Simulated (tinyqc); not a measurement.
Thin-body transistor below threshold, two-dimensional Poisson equation on a small mesh: one step of the calculation.

A thin body on a thick buried insulator of low permittivity, taken as carrying no normal field at the bottom of the body (row 0). Mobile charge is neglected (subthreshold), the body is fully depleted, and potentials are counted from the intrinsic level; rows run upward to the gate, columns from source to drain.

Question. Barrier, swing and barrier lowering. The barrier is read along row 0, the path farthest from the gate. Take the node j of lowest psi: barrier Vbi - psi_j; swing Vt ln 10/(d psi_j/dVg); DIBL = (d psi_j/dVd)/(d psi_j/dVg). The derivatives solve the same equations with s = 0 and a unit change of that voltage.

Values chosen for this exercise:
```
symbol,value,unit,meaning
T,400,K,temperature
Vbi,0.55,V,potential of the source
```

Constants: q = 1.602176634e-19 C, kB = 1.380649e-23 J/K, Vt = kB T/q. Results are converted to the units shown.

converged psi (V):

|  | j=0 | j=1 | j=2 | j=3 | j=4 |
|---|---|---|---|---|---|
| row 0 | 0.5500000 | 0.2672361 | 0.2299276 | 0.3973291 | 1.0500000 |
| row 1 | 0.5500000 | 0.2454782 | 0.2117815 | 0.3543136 | 1.0500000 |
| row 2 | 0.1400000 | 0.1400000 | 0.1400000 | 0.1400000 | 0.1400000 |

d psi/dVg on row 0: j=0 0.00000000, j=1 0.70866273, j=2 0.86374609, j=3 0.70866273, j=4 0.00000000
d psi/dVd on row 0: j=0 0.0000000, j=1 0.0155756, j=2 0.0681270, j=3 0.2757617, j=4 1.0000000

Find: j; barrier; swing; DIBL.

Answer.

j = 2
barrier = 0.3201 V
swing = 91.89 mV/decade
DIBL = 78.87 mV/V

Computed by the program tinyqc: `OMP_NUM_THREADS=1 python tinyqc.py 2480014 2480015 out.jsonl`, one thread of a shared Intel Xeon 2.30GHz, about 0.09 s for the whole run.
